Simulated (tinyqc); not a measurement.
# Frequency dispersion of an accumulation capacitance by border traps, distributed model: effects of single changes

Traps spread evenly through the insulator exchange electrons with the semiconductor by tunnelling, with tau(x) = t0 exp(2 ka x) at depth x from the interface. The admittance per area Y seen at depth x obeys dY/dx = -Y^2/(i w eps0 eox) + q Nb ln(1 + i w tau)/tau, with Y(0) = i w Cs and w = 2 pi f; the gate sees Y(tox) = G + i w C. Working variable y = Y/(i w), in uF/cm^2. Cox = eps0 eox/tox.

Inputs (values chosen for the exercise); permittivity close to that of hafnium oxide: relative permittivity of the insulator eox = 19.4; insulator thickness tox = 12 nm; semiconductor capacitance in accumulation Cs = 3 uF/cm^2; density of border traps Nb = 2.7e19 cm^-3 eV^-1; decay constant of the wave function in the insulator ka = 4.7 1/nm; time constant of a trap at the interface t0 = 3e-11 s; frequency f = 100 Hz.

Constants: q = 1.602176634e-19 C, eps0 = 8.8541878128e-14 F/cm where lengths are in cm. Results are converted to the units shown.

Each table varies one quantity; the others keep the values above.

## Capacitance and loss against frequency

Cox; trap-free value 1/(1/Cox + 1/Cs); response depth d = ln(1/(w t0))/(2 ka), where w tau = 1; lumped estimate: all traps within d act as C_bt = q Nb d placed at d/2, so C = 1/{1/[1/(1/Cs + d/(2 eps0 eox)) + C_bt] + (tox - d/2)/(eps0 eox)}. C and G from a fine integration; dispersion -d C/d log10 f over C, from f times and over 1.1. For a broad spread of time constants G/w is close to -(pi/2) dC/d ln w.

The same in every row: trap-free C (uF/cm^2) = 0.9691.

Capacitance and loss against frequency:

| f (Hz) | d (nm) | C (uF/cm^2) | G/w (uF/cm^2) | dispersion (% a decade) | -(pi/2) dC/d ln w (uF/cm^2) | lumped C (uF/cm^2) |
|---|---|---|---|---|---|---|
| 10 | 2.137 | 1.090 | 0.01052 | 1.415 | 0.01052 | 1.080 |
| 100 | 1.892 | 1.075 | 0.01015 | 1.384 | 0.01015 | 1.066 |
| 1000 | 1.647 | 1.060 | 0.009796 | 1.355 | 0.009794 | 1.052 |
| 10000 | 1.402 | 1.046 | 0.009453 | 1.325 | 0.009451 | 1.039 |
| 1e5 | 1.157 | 1.032 | 0.009120 | 1.295 | 0.009119 | 1.026 |
| 1e6 | 0.9124 | 1.019 | 0.008798 | 1.265 | 0.008797 | 1.013 |
| 1e7 | 0.6674 | 1.006 | 0.008482 | 1.236 | 0.008484 | 1.001 |

What does the table show?

C falls from 1.090 to 1.006 uF/cm^2, towards the trap-free 0.9691; each decade of frequency removes ln 10/(2 ka) = 0.245 nm from the response depth. The dispersion falls from 1.41 to 1.24 % a decade and G/w falls from 0.0105 to 0.00848 uF/cm^2. G/w stays at 1.00 times -(pi/2) dC/d ln w, the relation for a broad spread of time constants.

## Effect of the insulator thickness

Same model as above.

The same in every row: d (nm) = 1.892.

Results:

| tox (nm) | C (uF/cm^2) | G/w (uF/cm^2) | dispersion (% a decade) | -(pi/2) dC/d ln w (uF/cm^2) | lumped C (uF/cm^2) | trap-free C (uF/cm^2) |
|---|---|---|---|---|---|---|
| 2.5 | 2.647 | 0.06060 | 3.388 | 0.06120 | 2.596 | 2.088 |
| 3.3 | 2.357 | 0.04886 | 3.036 | 0.04881 | 2.316 | 1.903 |
| 6 | 1.720 | 0.02601 | 2.216 | 0.02600 | 1.698 | 1.465 |
| 8.1 | 1.421 | 0.01776 | 1.831 | 0.01775 | 1.406 | 1.242 |
| 11 | 1.146 | 0.01155 | 1.477 | 0.01155 | 1.136 | 1.027 |
| 15 | 0.9048 | 0.007196 | 1.166 | 0.007195 | 0.8986 | 0.8288 |
| 20 | 0.7162 | 0.004509 | 0.9228 | 0.004508 | 0.7123 | 0.6677 |

Estimate the missing row, tox = 4.5 nm.

Computed row:

| tox (nm) | C (uF/cm^2) | G/w (uF/cm^2) | dispersion (% a decade) | -(pi/2) dC/d ln w (uF/cm^2) | lumped C (uF/cm^2) | trap-free C (uF/cm^2) |
|---|---|---|---|---|---|---|
| 4.5 | 2.024 | 0.03602 | 2.607 | 0.03600 | 1.994 | 1.680 |

With this row back in the table: As tox goes from 2.5 to 20, C falls from 2.65 to 0.716 uF/cm^2, the dispersion falls from 3.39 to 0.923 % a decade and G/w falls from 0.0606 to 0.00451 uF/cm^2. The lumped estimate is 1.9 % below C in the first row and 0.54 % below it in the last.

Numbers from tinyqc (`OMP_NUM_THREADS=1 python tinyqc.py 2202078 2202079 out.jsonl`; about 0.6 s on one thread of a shared Intel Xeon 2.30GHz).
